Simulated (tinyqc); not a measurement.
Inside a calculation. Model: small-signal admittance of a forward-biased p+-n diode.

tinyqc, about 0.01 s, one thread, Intel Xeon 2.30GHz (shared host): `OMP_NUM_THREADS=1 python tinyqc.py 2890163 2890164 out.jsonl` Printed values are rounded.

Holes injected into a neutral base of width wb with an ohmic contact at its end; low injection, p0 far above the equilibrium density. A small voltage v exp(i w t), w = 2 pi f, modulates the edge density by p0 v/Vt, and the small-signal density obeys Dp d2p/dx2 = (1/tau + i w) p.

Inputs (values chosen for the exercise); permittivity close to that of silicon:
```
symbol,value,unit,meaning
T,300,K,temperature
eps_r,11.7,,relative permittivity
Nd,1.8e16,cm^-3,donor density of the base
Dp,5.6,cm^2/s,hole diffusion coefficient
tau,3e-7,s,hole lifetime
wb,6.1,um,width of the neutral base
p0,7.9e13,cm^-3,excess hole density at the junction edge
Na,4e18,cm^-3,acceptor density of the p+ side
f,6.7e6,Hz,signal frequency
```

Constants: q = 1.602176634e-19 C, kB = 1.380649e-23 J/K, Vt = kB T/q, eps0 = 8.8541878128e-14 F/cm where lengths are in cm. Results are converted to the units shown.

## Closed-form admittance

L = sqrt(Dp tau); direct current J = (q Dp p0/L) coth(wb/L); k = sqrt(1 + i w tau)/L; diffusion admittance Y = (q Dp p0/Vt) k coth(k wb) = G + i w C_diff; junction capacitance C_j = sqrt(q eps0 eps_r Nd/(2 Vr)) in the depletion approximation, with the remaining barrier Vr = Vt ln(Na/p0), a rough value under forward bias; base-width modulation is left out.

L = 12.9615 um
J = 0.124652 A/cm^2
k wb = 1.23034+1.13677i
Y = 5.50749+3.89357i S/cm^2
C_diff = 0.0924897 uF/cm^2
C_j = 0.0730357 uF/cm^2

G is 1.14 times its low-frequency value J/Vt, and C_diff is 1.27 times C_j.

## The same by finite differences

7 equal intervals, h = wb/7; u = small-signal density over its edge value, u_0 = 1, u_7 = 0; u_(i-1) + b u_i + u_(i+1) = 0 with b = -2 - h^2 (1/tau + i w)/Dp; Y = (q Dp p0/(Vt h)) (-b/2 - u_1), which includes the half box at the edge.

b = -2.00452-0.05709i

| node | u |
|---|---|
| 1 | 0.827750-0.096692i |
| 2 | 0.664761-0.146567i |
| 3 | 0.513144-0.159157i |
| 4 | 0.372933-0.143173i |
| 5 | 0.242580-0.106546i |
| 6 | 0.119406-0.056554i |

Y on the mesh = 5.49060+3.94026i S/cm^2

Against the closed form the real part is 0.31 % below it and the imaginary part 1.2 % above it; |k h| = 0.24.
